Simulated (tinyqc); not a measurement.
Inside a calculation. Model: defect equilibria of an oxide against oxygen pressure (mass action). Computed by tinyqc, a small Python program that keeps every step. Command: `OMP_NUM_THREADS=1 python tinyqc.py 3007755 3007756 out.jsonl brouwer walk`. One thread of a shared host (Intel(R) Xeon(R) Processor @ 2.30GHz), about 0.01 s of CPU time with the checks. Intermediate numbers are printed to about 6 digits and carried at full precision; extremes and crossings named in words are read from the listed rows.

Defects: oxygen vacancies V (charge +2), electrons n, holes p, the ionic partner X = V_M'' (charge -2). Activities are taken equal to concentrations.

Inputs (values chosen for the exercise, for a model oxide):
```
quantity,value,unit
reduction enthalpy H_r,4.11,eV
prefactor K_r0,3.4e+68,cm^-9 atm^(1/2)
gap E_g,2.3,eV
prefactor N_c N_v,4.3e+40,cm^-6
disorder enthalpy H_s,2.38,eV
prefactor K_s0,4.3e+45,cm^-6
dopant density N_d,0,cm^-3
temperature T,800,K
oxygen pressure P,2e-19,atm
electron mobility mu_n,0.048,cm^2/(V s)
hole mobility mu_p,0.56,cm^2/(V s)
vacancy diffusion prefactor D_0,0.004,cm^2/s
vacancy migration energy E_m,0.72,eV
```

Ionic disorder: Schottky, oxide MO. Dopant (singly charged, fully ionised): none.

Constants: k_B = 8.617333262e-05 eV/K; e = 1.602176634e-19 C.

## Equilibrium constants

K_r = K_r0 exp(-H_r/k_B T) = [V] n^2 P^(1/2); K_i = N_c N_v exp(-E_g/k_B T) = n p; K_s = K_s0 exp(-H_s/k_B T) = [X] [V].

K_r = 4.36133e+42 cm^-9 atm^(1/2)

K_i = 1.39350e+26 cm^-6

K_s = 4.36645e+30 cm^-6

## Trial electron densities

Neutrality: 2 [V] + p = n + 2 [X]. With n as the unknown, [V] = K_r/(n^2 P^(1/2)), p = K_i/n, [X] = K_s/[V]; the log ratio is ln(positive/negative).

Densities (cm^-3):
```
n,[V],p,[X],log ratio
1.00e+15,9.75222e+21,1.39350e+11,4.47739e+08,16.7862
1.00e+16,9.75222e+19,1.39350e+10,4.47739e+10,9.8784
1.00e+17,9.75222e+17,1.39350e+09,4.47739e+12,2.9706
1.00e+18,9.75222e+15,1.39350e+08,4.47739e+14,-3.9380
1.00e+19,9.75222e+13,1.39350e+07,4.47739e+16,-10.8538
```

## Solution at the given pressure

The root is found by 60 bisections in ln n between n = 1e-10 and 1e25 cm^-3.

n = 2.69159e+17 cm^-3

[V] = 1.34612e+17 cm^-3

p = 5.17722e+08 cm^-3

[X] = 3.24373e+13 cm^-3

The largest terms give the Brouwer balance 2 [V] = n; the smaller of the two terms is 100 % of the total charge of one sign.

## Conductivities

sigma_n = e n mu_n, sigma_p = e p mu_p, sigma_ion = 2 e [V] mu_V with mu_V = 2 e D/(k_B T) and D = D_0 exp(-E_m/k_B T); only the oxygen vacancies carry ionic current, and the ionic transport number is sigma_ion over the total.

sigma_n = 0.00206996 S/cm

sigma_p = 4.64510e-11 S/cm

sigma_ion = 1.45764e-07 S/cm

total conductivity = 0.00207010 S/cm

ionic transport number = 7.04141e-05

The conductor is mainly n-type electronic here.

## Brouwer diagram

The slope is d log n / d log P from this row and the one above; the last column names the largest term on each side. Pressures that give more than 3e21 cm^-3 are left out.

Log10 of the densities in cm^-3:
```
log10 P (atm),n,[V],p,[X],slope of n,balance
-32,19.6469,19.3459,6.4972,11.2943,-,2 [V] = n
-28,18.9802,18.6792,7.1639,11.9609,-0.166667,2 [V] = n
-24,18.3135,18.0125,7.8306,12.6276,-0.166667,2 [V] = n
-20,17.6469,17.3459,8.4972,13.2942,-0.166670,2 [V] = n
-16,16.9799,16.6797,9.1642,13.9604,-0.166733,2 [V] = n
-12,16.3078,16.0241,9.8363,14.6161,-0.168040,2 [V] = n
-8,15.5668,15.5060,10.5773,15.1342,-0.185239,2 [V] = n
-4,14.6482,15.3432,11.4959,15.2970,-0.229648,2 [V] = 2 [X]
0,13.6587,15.3223,12.4854,15.3179,-0.247390,2 [V] = 2 [X]
```

Regimes: 2 [V] = n from log P = -32 to -8, where that balance predicts a slope of -1/6 and the table comes as close as -0.167; 2 [V] = 2 [X] from log P = -4 to 0, where that balance predicts a slope of -1/4 and the table comes as close as -0.247.

## Conductivity against oxygen pressure

The formulas are those given above.

Log10 of the conductivities in S/cm:
```
log10 P (atm),n-type,p-type,ionic,total,ionic transport number
-28,-1.13383,-11.8832,-5.28625,-1.13380,0.00007040
-24,-1.80050,-11.2165,-5.95291,-1.80047,0.00007040
-20,-2.46718,-10.5499,-6.61955,-2.46715,0.00007040
-16,-3.13411,-9.8829,-7.28569,-3.13408,0.00007053
-12,-3.80627,-9.2108,-7.94137,-3.80624,0.00007326
-8,-4.54722,-8.4698,-8.45946,-4.54712,0.00012237
-4,-5.46582,-7.5512,-8.62228,-5.46196,0.00069132
0,-6.45538,-6.5617,-8.64316,-6.20267,0.00362669
```

The ionic transport number stays at or below about 0.0036: no electrolytic window. The total has no minimum inside this range.

Checks made by the program: the three mass-action laws (relative difference below 1e-10).
